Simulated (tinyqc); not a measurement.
Heisenberg magnet: exchange from energy differences, ordering vector, linear spin waves and ordering temperature: one step, computed by the program tinyqc.

H = -sum over pairs <ij> J_ij S_i.S_j - K sum_i (S_i^z)^2, each pair once, J > 0 ferromagnetic. First neighbours: 12 at a (0.5, 0.5, 0), second: 6 at a (1, 0, 0), with all permutations and signs.

Problem. Magnon energy at q. J(q) = J1 g1(q) + J2 g2(q), g_s(q) = sum over shell s of cos(q.R). g_s(q) = sum over shell s of cos(q.R), z1 = g1(0). E(q) = S [J(0) - J(q)] + (2S - 1) K, J(q) = J1 g1 + J2 g2. The factor 2S - 1 removes the anisotropy for S = 1/2.

Inputs (values chosen for the exercise, for a model magnet): exchange J1 = 0.287 meV; exchange J2 = 0.0086 meV; spin S = 1.5; single-ion anisotropy K = 0.0087 meV.

Lattice: fcc. Order: ferromagnetic.

wave vector q (2 pi/a): [0.19, 0.19, 0.42]

Constants: h x 1 THz = 4.135667696 meV.

Give: g1(q); g2(q); E(q); frequency.

Solution.

g1(q) = 4.382

g2(q) = -0.2801

E(q) = 3.378 meV

frequency = 0.8168 THz
